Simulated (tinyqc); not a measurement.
A ladder of methods, and size consistency: correlation methods against full CI in the 3-21g basis, for H2, spin multiplicity 1. Computed by the program tinyqc with PySCF. Command: `OMP_NUM_THREADS=1 python tinyqc.py 111000 111001 out.jsonl`; one thread of a shared host (Intel(R) Xeon(R) Processor @ 2.60GHz), about 0.6 s.

Geometry (angstrom):

| atom | x | y | z |
|---|---|---|---|
| H | 0.0000 | 0.0000 | 0.0000 |
| H | 0.0000 | 0.0000 | 0.8760 |

RHF energy of one = -1.111816 hartree

All electrons correlated; +Q is the Davidson correction (1 - c0^2) E_corr. The last columns treat two copies 100 angstrom apart as one system. FCI is the lowest singlet.

Correlation energies (hartree):

| method | E_corr of one | share of FCI (%) | E_corr of two at 100 angstrom | two minus twice one (mhartree) |
|---|---|---|---|---|
| MP2 | -0.018680 | 66.5186 | -0.037361 | 0.0000 |
| CISD | -0.028083 | 100.0000 | -0.055067 | 1.0988 |
| CISD+Q | -0.028656 | 102.0422 | -0.057173 | 0.1395 |
| CCSD | -0.028083 | 100.0000 | -0.056166 | 0.0000 |
| CCSD(T) | -0.028083 | 100.0000 | -0.056166 | 0.0000 |
| FCI | -0.028083 | 100.0000 | - | - |

MP2 recovers 67 %, CISD 100.0 % and CCSD 100.0 % of the FCI value (c0^2 = 0.980 in CISD). MP2 and coupled cluster are size consistent, so their last column vanishes; CISD loses 1.10 mhartree, since a double excitation on each copy is a quadruple of the pair, and the Davidson correction leaves +0.14. With two electrons, or one virtual orbital, CISD and CCSD are exact for one copy, so +Q overshoots there.
